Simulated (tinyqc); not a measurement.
# MOS inversion layer, Poisson-Schroedinger loop, step by step

Computed by the program tinyqc: `OMP_NUM_THREADS=1 python tinyqc.py 2160083 2160084 out.jsonl`, one thread of a shared Intel Xeon 2.30GHz, about 0.5 s for the whole run. Printed values are rounded.

Electrons confined at an insulator interface at z = 0, treated as a hard wall; parabolic valleys, Hartree approximation, no image or exchange terms. The depletion charge lies far deeper than the electrons and gives a uniform field q Nd/(eps0 eps_r); the gate balances all charge. Energies are counted from the band edge at the interface.

Inputs (values chosen for the exercise); masses and permittivity close to those of germanium (100):
```
symbol   value   unit                                     meaning
T          300      K                                 temperature
eps_r     15.8                              relative permittivity
mz1      0.118     m0  mass along z of valley set A (4 valley(s))
md1      0.295     m0    in-plane density-of-states mass of set A
Ns      5.5e12  cm^-2                  sheet density of electrons
Nd      6.4e11  cm^-2           sheet density of depletion charge
hz         1.3     nm                                   mesh step
a          0.5                                      mixing factor
```

Constants: q = 1.602176634e-19 C, kB = 1.380649e-23 J/K, hbar = 1.054571817e-34 J s, m0 = 9.1093837015e-31 kg, Vt = kB T/q, eps0 = 8.8541878128e-14 F/cm where lengths are in cm, hbar^2/(2 m0) = 0.0380998212 eV nm^2. Results are converted to the units shown.

## Fixed part of the potential

| node | z (nm) |
|---|---|
| 1 | 1.3 |
| 2 | 2.6 |
| 3 | 3.9 |
| 4 | 5.2 |
| 5 | 6.5 |
| 6 | 7.8 |
| 7 | 9.1 |
| 8 | 10.4 |
| 9 | 11.7 |
| 10 | 13 |
| 11 | 14.3 |
| 12 | 15.6 |
| 13 | 16.9 |
| 14 | 18.2 |
| 15 | 19.5 |

V0 = q Nd z/(eps0 eps_r) in eV.

| node | fixed potential V0 (eV) |
|---|---|
| 1 | 0.009529 |
| 2 | 0.019057 |
| 3 | 0.028586 |
| 4 | 0.038114 |
| 5 | 0.047643 |
| 6 | 0.057171 |
| 7 | 0.066700 |
| 8 | 0.076229 |
| 9 | 0.085757 |
| 10 | 0.095286 |
| 11 | 0.104814 |
| 12 | 0.114343 |
| 13 | 0.123871 |
| 14 | 0.133400 |
| 15 | 0.142929 |

## Round 1: levels and probability densities

| node | self-consistent potential U at the start (eV) |
|---|---|
| 1 | 0 |
| 2 | 0 |
| 3 | 0 |
| 4 | 0 |
| 5 | 0 |
| 6 | 0 |
| 7 | 0 |
| 8 | 0 |
| 9 | 0 |
| 10 | 0 |
| 11 | 0 |
| 12 | 0 |
| 13 | 0 |
| 14 | 0 |
| 15 | 0 |

Tridiagonal Hamiltonian with psi = 0 one step beyond both ends: H_ii = C (1/m_(i-1/2) + 1/m_(i+1/2))/hz^2 + V0_i + U_i, H_(i,i+1) = -C/(m_(i+1/2) hz^2), C = hbar^2/(2 m0). The lowest 2 level(s) are kept, normalised to hz sum |psi|^2 = 1. The mass is the same on all intervals.

levels (eV): A1 0.060206, A2 0.105038

| node | \|psi\|^2 of A1 (1/nm) | \|psi\|^2 of A2 (1/nm) |
|---|---|---|
| 1 | 0.036334 | 0.035541 |
| 2 | 0.109342 | 0.079978 |
| 3 | 0.159603 | 0.062406 |
| 4 | 0.161780 | 0.013655 |
| 5 | 0.128469 | 0.003253 |
| 6 | 0.084718 | 0.045706 |
| 7 | 0.047996 | 0.100478 |
| 8 | 0.023883 | 0.127142 |
| 9 | 0.010602 | 0.117230 |
| 10 | 0.004245 | 0.086233 |
| 11 | 0.001546 | 0.052869 |
| 12 | 0.000513 | 0.027537 |
| 13 | 0.000154 | 0.012107 |
| 14 | 0.000040 | 0.004221 |
| 15 | 0.000007 | 0.000873 |

## Round 1: Fermi level and occupations

Level k holds N_k = D_k Vt ln(1 + exp((EF - E_k)/Vt)) with D = 4 md1 m0 q/(pi hbar^2) per eV (spin included); EF is fixed by sum N_k = Ns.

EF = 0.0384405 eV
N_k (cm^-2): A1 4.56572e12, A2 9.34276e11

## Round 1: density, output potential and mixing

n_i = sum_k N_k |psi_k|^2 (converted to cm^-3). Hartree part by Gauss: on the interval before node i the electrons still beyond are S_i = Ns - hz sum_(j<i) n_j, and U_i = U_(i-1) + q S_i hz/(eps0 eps_r) in eV, U_0 = 0 at the interface. Mixing: U(new) = U + a (U(out) - U).

| node | n (1e18 cm^-3) | U(out) (eV) | U after round 1 (eV) |
|---|---|---|---|
| 1 | 1.99097 | 0.081886 | 0.040943 |
| 2 | 5.73946 | 0.159919 | 0.079959 |
| 3 | 7.87009 | 0.226843 | 0.113421 |
| 4 | 7.51402 | 0.278534 | 0.139267 |
| 5 | 5.89594 | 0.315683 | 0.157841 |
| 6 | 4.29502 | 0.341419 | 0.170710 |
| 7 | 3.13009 | 0.358843 | 0.179421 |
| 8 | 2.27828 | 0.370208 | 0.185104 |
| 9 | 1.57929 | 0.377164 | 0.188582 |
| 10 | 0.99949 | 0.381063 | 0.190532 |
| 11 | 0.56451 | 0.383028 | 0.191514 |
| 12 | 0.28069 | 0.383900 | 0.191950 |
| 13 | 0.12014 | 0.384229 | 0.192114 |
| 14 | 0.04124 | 0.384325 | 0.192162 |
| 15 | 0.00847 | 0.384341 | 0.192171 |

## Course of the self-consistent loop

Start from U = 0. Stop when the largest |U(out) - U| is below 1e-7 eV, or after 120 rounds.

Course of the iteration:

| round | level A1 (eV) | EF (eV) | largest \|U(out) - U\| (eV) |
|---|---|---|---|
| 1 | 0.0602058 | 0.0384405 | 0.384 |
| 2 | 0.172084 | 0.154975 | 0.0756 |
| 3 | 0.204200 | 0.186689 | 0.0357 |
| 4 | 0.219558 | 0.201841 | 0.0169 |
| 5 | 0.226965 | 0.209165 | 8.03e-3 |
| 6 | 0.230536 | 0.212705 | 3.81e-3 |
| 7 | 0.232262 | 0.214418 | 1.84e-3 |
| 8 | 0.233100 | 0.215251 | 8.95e-4 |
| 9 | 0.233508 | 0.215657 | 4.38e-4 |
| ... | ... | ... | ... |
| 13 | 0.233877 | 0.216024 | 2.56e-5 |
| 14 | 0.233888 | 0.216036 | 1.26e-5 |
| 15 | 0.233894 | 0.216042 | 6.24e-6 |
| 16 | 0.233897 | 0.216045 | 3.09e-6 |
| 17 | 0.233898 | 0.216046 | 1.53e-6 |
| 18 | 0.233899 | 0.216047 | 7.57e-7 |
| 19 | 0.233899 | 0.216047 | 3.75e-7 |
| 20 | 0.233900 | 0.216047 | 1.86e-7 |
| 21 | 0.233900 | 0.216047 | 9.24e-8 |

Converged in 21 rounds. Towards the end the residual shrinks by a factor of about 0.50 a round.

## Converged levels, occupations and centroid

| node | converged U (eV) |
|---|---|
| 1 | 0.081886 |
| 2 | 0.146772 |
| 3 | 0.185247 |
| 4 | 0.205004 |
| 5 | 0.215003 |
| 6 | 0.220337 |
| 7 | 0.223288 |
| 8 | 0.224891 |
| 9 | 0.225709 |
| 10 | 0.226092 |
| 11 | 0.226255 |
| 12 | 0.226316 |
| 13 | 0.226336 |
| 14 | 0.226342 |
| 15 | 0.226343 |

Solve for the levels with V0 + U, find EF, n_i = sum_k N_k |psi_k|^2 (in cm^-3); share of each level N_k/Ns; centroid sum n z/sum n.

levels (eV): A1 0.233900, A2 0.310800
EF = 0.216047 eV
shares (%): A1 94.1434, A2 5.8566

| node | n (1e19 cm^-3) |
|---|---|
| 1 | 0.87837 |
| 2 | 1.36454 |
| 3 | 0.96707 |
| 4 | 0.50416 |
| 5 | 0.24109 |
| 6 | 0.12307 |
| 7 | 0.06964 |
| 8 | 0.04057 |
| 9 | 0.02248 |
| 10 | 0.01139 |
| 11 | 0.00521 |
| 12 | 0.00214 |
| 13 | 0.00077 |
| 14 | 0.00023 |
| 15 | 0.00004 |

centroid = 3.59335 nm

An 800-node mesh to 32 nm with 8 levels a set gives A1 = 0.2373 eV, EF = 0.2193 eV and a centroid of 3.745 nm; the levels kept above hold 98.8 % of the electrons there. The coarse centroid is 4.1 % below the fine one.

## Closed-form estimates

Triangular well: E_k = a_k (C F^2/mz)^(1/3), a_1 = 2.338107, a_2 = 4.087949, C = hbar^2/(2 m0), F in eV/nm. Fang-Howard (all electrons in the lowest level of set A): b^3 = 6 (mz1/C) q (Nd + 11 Ns/32)/(eps0 eps_r), centroid 3/b, level C b^2/(4 mz1) + (3/b) q (Nd + 11 Ns/16)/(eps0 eps_r). Use F = q (Nd + Ns)/(eps0 eps_r), the surface field, and F = q (Nd + Ns/2)/(eps0 eps_r).

A1 with the surface field = 0.273271 eV
A1 with Nd + Ns/2 = 0.183914 eV
A2 with Nd + Ns/2 = 0.321555 eV
b = 0.813606 1/nm
Fang-Howard centroid = 3.68729 nm
Fang-Howard level = 0.240138 eV

Against the self-consistent A1 = 0.2373 eV on a fine mesh, the surface-field estimate is 15 % above it, the half-charge one 22 % below it and Fang-Howard 1.2 % above it. A1 holds 93.8 % of the electrons, and the Fang-Howard centroid is 1.6 % below the full one.
